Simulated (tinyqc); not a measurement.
# Elastic trap-assisted tunnelling through a dielectric: effect of the thickness at fixed voltage

Emitter at x = 0 (Fermi level 0), collector at x = t (Fermi level -V), band edge U(x) = phi - F x, F = V/t. A trap at x has the energy E = U(x) - Et. With G(u) = (4/(3 F)) sqrt(mo/C) max(u, 0)^1.5, C = hbar^2/(2 m0): S1 = G(phi - E) - G(Et), S2 = G(Et) - G(phi - V - E), T1,2 = exp(-S1,2). The steady rate through one trap is nu T1 T2 (f1 - f2)/(T1 + T2), f1 = f(E), f2 = f(E + V), f(y) = 1/(1 + exp(y/Vt)); both contacts offer states at E.

J = q Nt times the integral of the rate over x. Direct S = (4/(3 F)) sqrt(mo/C) [phi^1.5 - max(phi - V, 0)^1.5].

Inputs (values chosen for the exercise); dielectric values close to those of silicon dioxide: temperature T = 300 K; barrier above the emitter Fermi level phi = 3.14 eV; tunnelling mass mo = 0.52 m0; trap depth below the band edge of the dielectric Et = 2.41 eV; trap density Nt = 1.5e17 cm^-3; attempt frequency nu = 1e14 1/s; voltage V = 2.54 V.

Constants: q = 1.602176634e-19 C, kB = 1.380649e-23 J/K, hbar = 1.054571817e-34 J s, m0 = 9.1093837015e-31 kg, Vt = kB T/q, hbar^2/(2 m0) = 0.0380998212 eV nm^2. Results are converted to the units shown.

Results:
```
t (nm),J (A/cm^2),x of the peak over t,larger S there,direct S
2.5,0.0489,0.416,13.8,24.7
3.5,2.23e-4,0.420,19.2,34.6
4.4,1.70e-6,0.422,24.1,43.5
5.3,1.28e-8,0.423,29.0,52.4
7.2,4.19e-13,0.424,39.4,71.2
8.1,3.14e-15,0.425,44.2,80.1
9,2.35e-17,0.425,49.1,89.0
```

Estimate the missing row, t = 6.2 nm.

Computed row:
```
t (nm),J (A/cm^2),x of the peak over t,larger S there,direct S
6.2,9.61e-11,0.424,33.9,61.3
```

With this row back in the table: J falls from 0.0489 to 2.35e-17 A/cm^2, on average 2.36 decades a nanometre, against 4.29 for the direct exponent: trap-assisted leakage falls more slowly, so it gains on direct tunnelling as the layer thickens.

Range of the model: Phonon-assisted (inelastic) capture, chains of traps and a spread of trap depths are left out.

Numbers from tinyqc (`OMP_NUM_THREADS=1 python tinyqc.py 2370158 2370159 out.jsonl`; about 0.05 s on one thread of a shared Intel Xeon 2.30GHz).
